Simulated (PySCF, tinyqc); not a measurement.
Worked calculation: G0W0 on RHF in the sto-3g basis, for BeH+, spin multiplicity 1. The lowest restricted solution is unstable here: a spin-polarised one lies 0.0009 hartree lower (PySCF). Computed by tinyqc, a small Python program that keeps every step (integrals from PySCF). Settings: charge = 1, multiplicity = 1, basis = sto-3g, method = RHF, energy threshold = 1e-10, iteration cap = 52, orthogonalisation = symmetric, start = Wolfsberg-Helmholz matrix, DIIS depth = 6. Command: `OMP_NUM_THREADS=1 python tinyqc.py 23770 23771 out.jsonl` (the two numbers bound the seeds that draw the settings). One thread of a shared host (Intel(R) Xeon(R) Processor @ 2.60GHz), about 0.07 s of CPU time with the checks. Later iterations appear only in the table of the cycle.

## One-electron integrals

Geometry (angstrom):

| atom | x | y | z |
|---|---|---|---|
| Be | 0.000000 | 0.000000 | 0.000000 |
| H | 0.000000 | 0.000000 | 1.710000 |

Basis sto-3g: exponents (1/bohr^2) and contraction coefficients of normalised primitives:

| element | l (shell) | exponent | coefficient |
|---|---|---|---|
| Be | s (1) | 30.167871 | 0.154329 |
| Be | s (1) | 5.495115 | 0.535328 |
| Be | s (1) | 1.487193 | 0.444635 |
| Be | s (2) | 1.314833 | -0.099967 |
| Be | s (2) | 0.305539 | 0.399513 |
| Be | s (2) | 0.099371 | 0.700115 |
| Be | p (3) | 1.314833 | 0.155916 |
| Be | p (3) | 0.305539 | 0.607684 |
| Be | p (3) | 0.099371 | 0.391957 |
| H | s (1) | 3.425251 | 0.154329 |
| H | s (1) | 0.623914 | 0.535328 |
| H | s (1) | 0.168855 | 0.444635 |

Overlap, kinetic and nuclear-attraction integrals over the contracted functions; the nuclear repulsion is the sum of Za Zb / Rab.

nuclear repulsion = 1.23784143 hartree

overlap S, lower triangle:
```
           1Be 1s    1Be 2s   1Be 2px   1Be 2py   1Be 2pz     2H 1s
1Be 1s   1.000000
1Be 2s   0.259517  1.000000
1Be 2px  0.000000  0.000000  1.000000
1Be 2py  0.000000  0.000000  0.000000  1.000000
1Be 2pz  0.000000  0.000000  0.000000  0.000000  1.000000
2H 1s    0.030841  0.321141  0.000000  0.000000  0.406712  1.000000
```

kinetic energy T (hartree), lower triangle:
```
            1Be 1s    1Be 2s   1Be 2px   1Be 2py   1Be 2pz     2H 1s
1Be 1s    6.693975
1Be 2s   -0.033012  0.211111
1Be 2px   0.000000  0.000000  0.660592
1Be 2py   0.000000  0.000000  0.000000  0.660592
1Be 2pz   0.000000  0.000000  0.000000  0.000000  0.660592
2H 1s    -0.008896  0.024756  0.000000  0.000000  0.091084  0.760032
```

nuclear attraction V (hartree), lower triangle:
```
             1Be 1s     1Be 2s    1Be 2px    1Be 2py    1Be 2pz      2H 1s
1Be 1s   -14.870552
1Be 2s    -1.979556  -2.615895
1Be 2px    0.000000   0.000000  -2.571428
1Be 2py    0.000000   0.000000   0.000000  -2.571428
1Be 2pz   -0.011053  -0.107773   0.000000   0.000000  -2.648932
2H 1s     -0.234684  -0.769861   0.000000   0.000000  -0.953203  -2.462498
```

core Hamiltonian H = T + V (hartree), lower triangle:
```
            1Be 1s     1Be 2s    1Be 2px    1Be 2py    1Be 2pz      2H 1s
1Be 1s   -8.176578
1Be 2s   -2.012568  -2.404784
1Be 2px   0.000000   0.000000  -1.910836
1Be 2py   0.000000   0.000000   0.000000  -1.910836
1Be 2pz  -0.011053  -0.107773   0.000000   0.000000  -1.988340
2H 1s    -0.243579  -0.745105   0.000000   0.000000  -0.862119  -1.702466
```

## Two-electron integrals

Functions are numbered as in S; the eight-fold symmetry (ij|kl) = (ji|kl) = (kl|ij) leaves the list below.

Two-electron integrals (ij|kl) in chemists' order, unique and non-zero (hartree):
```
(11|11) 2.298831   (21|11) 0.392036   (21|21) 0.079539   (22|11) 0.570988
(22|21) 0.143041   (22|22) 0.417683   (31|31) 0.014607   (32|31) 0.021888
(32|32) 0.092265   (33|11) 0.569578   (33|21) 0.143083   (33|22) 0.417589
(33|33) 0.449859   (41|41) 0.014607   (42|41) 0.021888   (42|42) 0.092265
(43|43) 0.024249   (44|11) 0.569578   (44|21) 0.143083   (44|22) 0.417589
(44|33) 0.401360   (44|44) 0.449859   (51|51) 0.014607   (52|51) 0.021888
(52|52) 0.092265   (53|53) 0.024249   (54|54) 0.024249   (55|11) 0.569578
(55|21) 0.143083   (55|22) 0.417589   (55|33) 0.401360   (55|44) 0.401360
(55|55) 0.449859   (61|11) 0.045973   (61|21) 0.009321   (61|22) 0.016915
(61|33) 0.016805   (61|44) 0.016805   (61|51) 0.000825   (61|52) 0.001562
(61|55) 0.017145   (61|61) 0.001145   (62|11) 0.136806   (62|21) 0.034909
(62|22) 0.114582   (62|33) 0.109954   (62|44) 0.109954   (62|51) 0.004501
(62|52) 0.030038   (62|55) 0.123727   (62|61) 0.004527   (62|62) 0.051450
(63|31) 0.002845   (63|32) 0.014129   (63|53) 0.004904   (63|63) 0.004085
(64|41) 0.002845   (64|42) 0.014129   (64|54) 0.004904   (64|64) 0.004085
(65|11) 0.156981   (65|21) 0.040473   (65|22) 0.138814   (65|33) 0.130709
(65|44) 0.130709   (65|51) 0.007157   (65|52) 0.046201   (65|55) 0.154879
(65|61) 0.005426   (65|62) 0.070083   (65|65) 0.097521   (66|11) 0.308859
(66|21) 0.080065   (66|22) 0.295711   (66|33) 0.275373   (66|44) 0.275373
(66|51) 0.010792   (66|52) 0.096683   (66|55) 0.336042   (66|61) 0.010511
(66|62) 0.176627   (66|65) 0.252979   (66|66) 0.774606
```

## Orthogonalisation

S = U s U^T; symmetric (Loewdin) form X = U s^(-1/2) U^T, so that X^T S X = 1.

eigenvalues of S: 0.462703  0.796988  1.000000  1.000000  1.183391  1.556918

X, lower triangle:
```
            1Be 1s     1Be 2s   1Be 2px   1Be 2py    1Be 2pz     2H 1s
1Be 1s    1.027530
1Be 2s   -0.142153   1.078213
1Be 2px   0.000000   0.000000  1.000000
1Be 2py   0.000000   0.000000  0.000000  1.000000
1Be 2pz  -0.008096   0.063410  0.000000  0.000000   1.077871
2H 1s     0.021706  -0.200455  0.000000  0.000000  -0.247325  1.127326
```

## Starting guess

The start is the generalised Wolfsberg-Helmholz matrix (K = 1.75) built on H; D = 2 C_occ C_occ^T.

D at the start, lower triangle:
```
            1Be 1s    1Be 2s   1Be 2px   1Be 2py   1Be 2pz     2H 1s
1Be 1s    1.978696
1Be 2s    0.005103  0.268602
1Be 2px   0.000000  0.000000  0.000000
1Be 2py   0.000000  0.000000  0.000000  0.000000
1Be 2pz  -0.131155  0.389566  0.000000  0.000000  0.574709
2H 1s    -0.149934  0.365481  0.000000  0.000000  0.541060  0.509740
```

## Iteration 1: building the Fock matrix

J_ij = sum D_kl (ij|kl), K_ij = sum D_kl (ik|jl); F = H + J - 0.5 K; E = tr D H + tr D J / 2 - 0.25 tr D K + E_nn.

Coulomb J (hartree), lower triangle:
```
           1Be 1s    1Be 2s   1Be 2px   1Be 2py   1Be 2pz     2H 1s
1Be 1s   5.446923
1Be 2s   1.004516  1.863087
1Be 2px  0.000000  0.000000  1.828458
1Be 2py  0.000000  0.000000  0.000000  1.828458
1Be 2pz  0.029510  0.186912  0.000000  0.000000  1.923377
2H 1s    0.120653  0.597284  0.000000  0.000000  0.755530  1.751567
```

exchange K (hartree), lower triangle:
```
            1Be 1s    1Be 2s   1Be 2px   1Be 2py   1Be 2pz     2H 1s
1Be 1s    4.576952
1Be 2s    0.832660  0.456077
1Be 2px   0.000000  0.000000  0.084708
1Be 2py   0.000000  0.000000  0.000000  0.084708
1Be 2pz  -0.004735  0.359620  0.000000  0.000000  0.561379
2H 1s     0.100593  0.430766  0.000000  0.000000  0.583809  0.919916
```

Fock matrix F (hartree), lower triangle:
```
            1Be 1s     1Be 2s    1Be 2px    1Be 2py    1Be 2pz      2H 1s
1Be 1s   -5.018131
1Be 2s   -1.424382  -0.769735
1Be 2px   0.000000   0.000000  -0.124732
1Be 2py   0.000000   0.000000   0.000000  -0.124732
1Be 2pz   0.020825  -0.100672   0.000000   0.000000  -0.345653
2H 1s    -0.173223  -0.363204   0.000000   0.000000  -0.398494  -0.410857
```

total energy of this density = -14.57662855 hartree

## Iteration 1: diagonalisation and new density

Diagonalise F' = X^T F X, C = X C', fill 2 alpha and 2 beta electrons from the bottom; D = 2 C_occ C_occ^T. Each column has its largest component positive (the first on a tie).

F' = X^T F X (hartree), lower triangle:
```
           1          2          3          4          5          6
1  -4.903821
2  -0.734593  -0.434401
3   0.000000   0.000000  -0.124732
4   0.000000   0.000000   0.000000  -0.124732
5   0.018663  -0.010276   0.000000   0.000000  -0.219636
6   0.009003  -0.240720   0.000000   0.000000  -0.313097  -0.196503
```

orbital energies (hartree): MO1 -5.021685, MO2 -0.631645, MO3 -0.267184, MO4 -0.124732, MO5 -0.124732, MO6 0.166152

coefficients C:
```
               MO1        MO2        MO3        MO4       MO5        MO6
1Be 1s    0.992167  -0.152290  -0.233662   0.000000  0.000000   0.119906
1Be 2s    0.029075   0.474151   0.827917   0.000000  0.000000  -0.561998
1Be 2px   0.000000   0.000000   0.000000   0.985278  0.170962   0.000000
1Be 2py   0.000000   0.000000   0.000000  -0.170962  0.985278   0.000000
1Be 2pz  -0.002756   0.433699  -0.587360   0.000000  0.000000  -0.833047
2H 1s    -0.002948   0.516468  -0.145342   0.000000  0.000000   1.041544
```

D after iteration 1, lower triangle:
```
            1Be 1s    1Be 2s   1Be 2px   1Be 2py   1Be 2pz     2H 1s
1Be 1s    2.015174
1Be 2s   -0.086723  0.451328
1Be 2px   0.000000  0.000000  0.000000
1Be 2py   0.000000  0.000000  0.000000  0.000000
1Be 2pz  -0.137566  0.411117  0.000000  0.000000  0.376205
2H 1s    -0.163156  0.489596  0.000000  0.000000  0.448000  0.533496
```

Within a degenerate level the vectors are fixed only up to a rotation; this is one choice.

## Iteration 9 (converged): orbitals

converged F (hartree), lower triangle:
```
            1Be 1s     1Be 2s    1Be 2px    1Be 2py    1Be 2pz      2H 1s
1Be 1s   -4.996244
1Be 2s   -1.403640  -0.851322
1Be 2px   0.000000   0.000000  -0.128424
1Be 2py   0.000000   0.000000   0.000000  -0.128424
1Be 2pz   0.016906  -0.106446   0.000000   0.000000  -0.251349
2H 1s    -0.169328  -0.408588   0.000000   0.000000  -0.351206  -0.434636
```

As before.

F' = X^T F X (hartree), lower triangle:
```
           1          2          3          4          5          6
1  -4.887936
2  -0.705015  -0.517824
3   0.000000   0.000000  -0.128424
4   0.000000   0.000000   0.000000  -0.128424
5   0.014996  -0.015199   0.000000   0.000000  -0.136370
6   0.014520  -0.268616   0.000000   0.000000  -0.274471  -0.230601
```

orbital energies (hartree): MO1 -4.999041, MO2 -0.667092, MO3 -0.254715, MO4 -0.128424, MO5 -0.128424, MO6 0.148117

coefficients C:
```
               MO1        MO2        MO3        MO4       MO5        MO6
1Be 1s    0.992977  -0.196674  -0.199876   0.000000  0.000000   0.109220
1Be 2s    0.026227   0.635508   0.742101   0.000000  0.000000  -0.521230
1Be 2px   0.000000   0.000000   0.000000   0.948772  0.315962   0.000000
1Be 2py   0.000000   0.000000   0.000000  -0.315962  0.948772   0.000000
1Be 2pz  -0.001932   0.266217  -0.601388   0.000000  0.000000  -0.891358
2H 1s    -0.002869   0.496989  -0.340849   0.000000  0.000000   1.004739
```

D after iteration 9, lower triangle:
```
            1Be 1s    1Be 2s   1Be 2px   1Be 2py   1Be 2pz     2H 1s
1Be 1s    2.049366
1Be 2s   -0.197890  0.809117
1Be 2px   0.000000  0.000000  0.000000
1Be 2py   0.000000  0.000000  0.000000  0.000000
1Be 2pz  -0.108552  0.338265  0.000000  0.000000  0.141751
2H 1s    -0.201187  0.631531  0.000000  0.000000  0.264625  0.494014
```

Within a degenerate level the vectors are fixed only up to a rotation; this is one choice.

## Convergence

Stop when the energy changes by less than 1e-10 hartree and every element of the error matrix X^T (F D S - S D F) X is below 3e-06.

Course of the cycle:

| iteration | E (hartree) | change | largest element of the error matrix |
|---|---|---|---|
| 1 | -14.57662855 | - | 1.43e-01 |
| 2 | -14.60764509 | -3.10e-02 | 5.65e-02 |
| 3 | -14.62266932 | -1.50e-02 | 3.26e-02 |
| 4 | -14.62760844 | -4.94e-03 | 8.42e-03 |
| 5 | -14.62757275 | 3.57e-05 | 6.68e-03 |
| 6 | -14.62768983 | -1.17e-04 | 1.04e-03 |
| 7 | -14.62769251 | -2.69e-06 | 1.17e-04 |
| 8 | -14.62769255 | -3.51e-08 | 4.61e-07 |
| 9 | -14.62769255 | -5.58e-13 | 1.40e-09 |

PySCF RHF in the same basis = -14.62769255 hartree

Converged in 9 iterations.

## Populations, bond orders and dipole

Mulliken: Z minus the diagonal of D S on the atom; Loewdin: the same with S^(1/2) D S^(1/2); Mayer order: 2 sum_s sum (D(s) S)_ij (D(s) S)_ji over the two atoms.

Charges (e):

| atom | Mulliken | Loewdin |
|---|---|---|
| 1Be | 0.798246 | 0.819828 |
| 2H | 0.201754 | 0.180172 |

Mayer bond orders:

| pair | order |
|---|---|
| 2-1 | 0.959295 |

dipole moment about the origin, x y z (debye): 0.000000  0.000000  -1.578517

## Integrals over molecular orbitals

(pq|rs) = sum C_ip C_jq C_kr C_ls (ij|kl), one index at a time.

one-electron integrals over orbitals h = C^T H C (hartree), lower triangle:
```
           1          2          3          4          5          6
1  -8.167084
2   0.169798  -2.032317
3   0.196497  -0.049899  -1.887018
4   0.000000   0.000000   0.000000  -1.910836
5   0.000000   0.000000   0.000000   0.000000  -1.910836
6  -0.068556   0.225138  -0.081628   0.000000   0.000000  -1.646971
```

Two-electron integrals over orbitals (pq|rs), unique and non-zero (hartree):
```
(11|11) 2.275643    (21|11) -0.169458   (21|21) 0.021154    (22|11) 0.456777
(22|21) -0.000340   (22|22) 0.472825    (31|11) -0.172575   (31|21) 0.017321
(31|22) -0.014768   (31|31) 0.026624    (32|11) 0.067130    (32|21) -0.005614
(32|22) -0.067041   (32|31) 0.002033    (32|32) 0.054956    (33|11) 0.532938
(33|21) -0.011363   (33|22) 0.324004    (33|31) 0.002928    (33|32) 0.033630
(33|33) 0.437954    (41|41) 0.015588    (42|41) 0.013922    (42|42) 0.044751
(43|41) 0.013837    (43|42) 0.033686    (43|43) 0.049397    (44|11) 0.569238
(44|21) -0.006009   (44|22) 0.352137    (44|31) -0.006080   (44|32) 0.034632
(44|33) 0.387683    (44|44) 0.449859    (51|51) 0.015588    (52|51) 0.013922
(52|52) 0.044751    (53|51) 0.013837    (53|52) 0.033686    (53|53) 0.049397
(54|54) 0.024249    (55|11) 0.569238    (55|21) -0.006009   (55|22) 0.352137
(55|31) -0.006080   (55|32) 0.034632    (55|33) 0.387683    (55|44) 0.401360
(55|55) 0.449859    (61|11) 0.088887    (61|21) -0.014443   (61|22) -0.009367
(61|31) -0.002805   (61|32) 0.007760    (61|33) 0.015619    (61|44) 0.002219
(61|55) 0.002219    (61|61) 0.016452    (62|11) -0.134018   (62|21) 0.001597
(62|22) 0.028456    (62|31) 0.008202    (62|32) -0.053485   (62|33) -0.015815
(62|44) -0.067320   (62|55) -0.067320   (62|61) 0.004136    (62|62) 0.119789
(63|11) 0.069347    (63|21) -0.003260   (63|22) -0.056678   (63|31) 0.005125
(63|32) 0.050165    (63|33) 0.053980    (63|44) 0.031639    (63|55) 0.031639
(63|61) 0.007347    (63|62) -0.058084   (63|63) 0.066716    (64|41) -0.007679
(64|42) -0.026734   (64|43) -0.009459   (64|64) 0.023181    (65|51) -0.007679
(65|52) -0.026734   (65|53) -0.009459   (65|65) 0.023181    (66|11) 0.487496
(66|21) -0.001530   (66|22) 0.478169    (66|31) -0.013490   (66|32) -0.070519
(66|33) 0.351270    (66|44) 0.355233    (66|55) 0.355233    (66|61) -0.007352
(66|62) 0.057352    (66|63) -0.060533   (66|66) 0.517090
```

## Screening: direct RPA

With D = e_a - e_i and K = (ia|jb): diagonalise D^(1/2) (D + 4K) D^(1/2) = Z w^2 Z^T; X + Y = D^(1/2) Z w^(-1/2), each column of Z with its largest component positive (the first on a tie); E_c = (sum w - tr (D + 2K)) / 2.

D^(1/2) (D + 4K) D^(1/2) (hartree^2), lower triangle:
```
           1>3        1>4        1>5        1>6        2>3       2>4       2>5       2>6
1>3  23.013871
1>4   0.000000  24.026593
1>5   0.000000   0.000000  24.026593
1>6  -0.055442   0.000000   0.000000  26.831960
2>3   0.011372   0.000000   0.000000   0.045224   0.260704
2>4   0.000000   0.090202   0.000000   0.000000   0.000000  0.386586
2>5   0.000000   0.000000   0.090202   0.000000   0.000000  0.000000  0.386586
2>6   0.064520   0.000000   0.000000   0.033885  -0.124043  0.000000  0.000000  1.055178
```

excitation energies w (hartree): 0.491604  0.621484  0.621484  1.036287  4.797214  4.901728  4.901728  5.180047

X + Y:
```
             1          2          3          4         5         6          7          8
1>3  -0.002876   0.000000   0.000000  -0.006058  0.994363  0.000000   0.000000  -0.013867
1>4   0.000000  -0.010632  -0.001024   0.000000  0.000000  0.986436  -0.143465   0.000000
1>5   0.000000   0.001024  -0.010632   0.000000  0.000000  0.143465   0.986436   0.000000
1>6  -0.006069   0.000000   0.000000  -0.002321  0.015004  0.000000   0.000000   0.996713
2>3   0.905394   0.000000   0.000000  -0.095185  0.000150  0.000000   0.000000   0.000477
2>4   0.000000   0.926695   0.089267   0.000000  0.000000  0.001252  -0.000182   0.000000
2>5   0.000000  -0.089267   0.926695   0.000000  0.000000  0.000182   0.001252   0.000000
2>6   0.194301   0.000000   0.000000   0.876781  0.001219  0.000000   0.000000   0.000504
```

RPA correlation energy = -0.03152857 hartree

Within a degenerate level the vectors are fixed only up to a rotation; this is one choice.

## G0W0 on Hartree-Fock: HOMO

W(p,q,m) = sqrt2 sum_ia (pq|ia) (X+Y)_ia,m; Sigma_c(x) = sum_(i,m) W^2/(x - e_i + w_m) + sum_(a,m) W^2/(x - e_a - w_m); solve x = e_p + Sigma_c(x) by Newton steps; Z = 1/(1 - dSigma/dx); 1 hartree = 27.211386 eV.

The 12 largest terms at x = e_p (hartree; W for the signs of X + Y given):

| q | m | W | term |
|---|---|---|---|
| 6 | 4 | 0.155649 | -0.013085 |
| 2 | 1 | -0.077881 | 0.012338 |
| 3 | 4 | -0.073760 | -0.003756 |
| 3 | 1 | 0.055595 | -0.003419 |
| 4 | 2 | 0.058438 | -0.002944 |
| 5 | 3 | 0.058438 | -0.002944 |
| 2 | 4 | 0.044466 | 0.001908 |
| 6 | 1 | -0.035636 | -0.000972 |
| 2 | 5 | -0.020931 | 0.000091 |
| 4 | 6 | 0.019501 | -0.000070 |
| 5 | 7 | 0.019501 | -0.000070 |
| 1 | 5 | 0.024053 | 0.000063 |

Newton steps (hartree):

| step | x | Sigma_c(x) | Z |
|---|---|---|---|
| 0 | -0.667092 | -0.012880 | 0.955730 |
| 1 | -0.679402 | -0.012304 | 0.954825 |
| 2 | -0.679396 | -0.012305 | 0.954825 |

quasiparticle energy of the HOMO = -18.487316 eV

Hartree-Fock value = -18.152492 eV

## G0W0 on Hartree-Fock: LUMO

As before.

The 12 largest terms at x = e_p (hartree; W for the signs of X + Y given):

| q | m | W | term |
|---|---|---|---|
| 6 | 4 | -0.078843 | -0.004319 |
| 2 | 4 | -0.073760 | 0.003756 |
| 2 | 1 | 0.055595 | 0.003419 |
| 3 | 1 | 0.038569 | -0.003026 |
| 6 | 1 | 0.048187 | -0.002596 |
| 4 | 2 | 0.043939 | -0.002582 |
| 5 | 3 | 0.043939 | -0.002582 |
| 3 | 4 | -0.024214 | -0.000566 |
| 1 | 5 | 0.037395 | 0.000147 |
| 3 | 8 | 0.021970 | -0.000093 |
| 4 | 6 | 0.019363 | -0.000075 |
| 5 | 7 | 0.019363 | -0.000075 |

Newton steps (hartree):

| step | x | Sigma_c(x) | Z |
|---|---|---|---|
| 0 | -0.254715 | -0.008631 | 0.974633 |
| 1 | -0.263127 | -0.008413 | 0.974971 |
| 2 | -0.263129 | -0.008413 | 0.974971 |

quasiparticle energy of the LUMO = -7.160097 eV

Hartree-Fock value = -6.931161 eV
